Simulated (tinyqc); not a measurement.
Strain, valley repopulation and piezoresistance in a many-valley conduction band: one step, computed by the program tinyqc. Command: `OMP_NUM_THREADS=1 python tinyqc.py 3015224 3015225 out.jsonl valleys walk`. One thread of a shared host (Intel(R) Xeon(R) Processor @ 2.30GHz), about 0.02 s of CPU time with the checks.

Valleys are ellipsoids with mass m_l along the axis a and m_t across it, parabolic, with one constant relaxation time; strain shifts the valleys and leaves the masses alone. Currents are taken along [100], in the plane, and along [001], across the plane.

Question. Mobility tensor and resistance change. Mobility tensor mu = e tau sum_v (n_v/n) [1/m_t + (1/m_l - 1/m_t) a a^T]; unstrained mu_0 = e tau (1/m_l + 2/m_t)/3; resistivity along d from the inverse tensor, rho_d = d.mu^-1.d/(n e), mobility along d = 1/(d.mu^-1.d); gauge pi_d = (rho_d/rho_0 - 1)/X.

Inputs (values chosen for the exercise, modelled on silicon):
```
quantity               value  unit
longitudinal mass m_l  0.926   m_0
transverse mass m_t    0.194   m_0
relaxation time tau      380    fs
temperature T             77     K
```

Valley axes: <100> (6 valleys in 3 pairs). Load: biaxial in the (001) plane.

share of the electrons (per pair): x 0.4930256, y 0.4930256, z 0.0139489

Constants: e = 1.602176634e-19 C; m_0 = 9.1093837015e-31 kg.

Give: mobility tensor; unstrained mobility mu_0; mobility along the first direction; mobility along the second direction; resistance change along the first direction; resistance change along the second direction.

Answer.

mobility tensor (cm^2/(V s)):
```
      x     y     z
x  2102     0     0
y     0  2102     0
z     0     0  3407
```

unstrained mobility mu_0 = 2537 cm^2/(V s)

mobility along the first direction = 2102 cm^2/(V s)

mobility along the second direction = 3407 cm^2/(V s)

resistance change along the first direction = 20.69 %

resistance change along the second direction = -25.53 %

The mobility lies between e tau/m_l = 722 and e tau/m_t = 3450; the trace stays at 3 mu_0. Along the first direction the filled valleys present more of their heavy mass.
